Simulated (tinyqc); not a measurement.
Six-transistor SRAM cell, nodal equations and margins: one step of the calculation.

Two cross-coupled inverters (pull-down bn, pull-up bp) hold the nodes Q and QB; access transistors (ba, threshold VTn, gate on the word line at Vdd when selected) join them to the bit lines. Transistor (EKV form, voltages against the body): I = 2 n b Vt^2 [F(vp - Vs) - F(vp - Vd)] from drain to source, F(v) = ln^2(1 + exp(v/(2 Vt))), vp = (Vg - VT + sg |Vd - Vs|)/n. n-channel bodies are at 0; for the p-channel device all voltages are counted down from Vdd. b in uA/V^2 gives I in uA. For an access transistor the bit line is the drain and the node the source. In a read both bit lines are at Vdd. The cell is symmetric (no mismatch).

Task. Node voltages in a read by Newton steps. F1 = In(gate QB, drain Q) - Ip(gate QB, drain Q) - Ia(bit line, Q), F2 the same with Q and QB exchanged; J by central differences with +/- 1e-6 V; solve J d = -F, limit each component to +/- 0.15 V and add.

Values chosen for this exercise: temperature T = 300 K; supply voltage Vdd = 0.4 V; slope factor n = 1.33; drain-induced barrier lowering sg = 0.103; n-channel threshold VTn = 0.3 V; p-channel threshold (magnitude) VTp = 0.43 V; gain factor of the pull-down transistor bn = 160 uA/V^2; gain factor of the access transistor ba = 80 uA/V^2; gain factor of the pull-up transistor bp = 81 uA/V^2.

Constants: q = 1.602176634e-19 C, kB = 1.380649e-23 J/K, Vt = kB T/q. Results are converted to the units shown.

(Q, QB) at the start (V): Q 0.00000000, QB 0.40000000

Wanted: F1, F2; J; (Q, QB) after iteration 1.

Result.

F1, F2 (uA): -0.67220  0.00015

J (uS):
```
         Q     QB
F1  26.264  0.000
F2   0.004  1.091
```

(Q, QB) after iteration 1 (V): Q 0.02559, QB 0.39976

Numbers from tinyqc (`OMP_NUM_THREADS=1 python tinyqc.py 2340147 2340148 out.jsonl`; about 0.2 s on one thread of a shared Intel Xeon 2.30GHz).
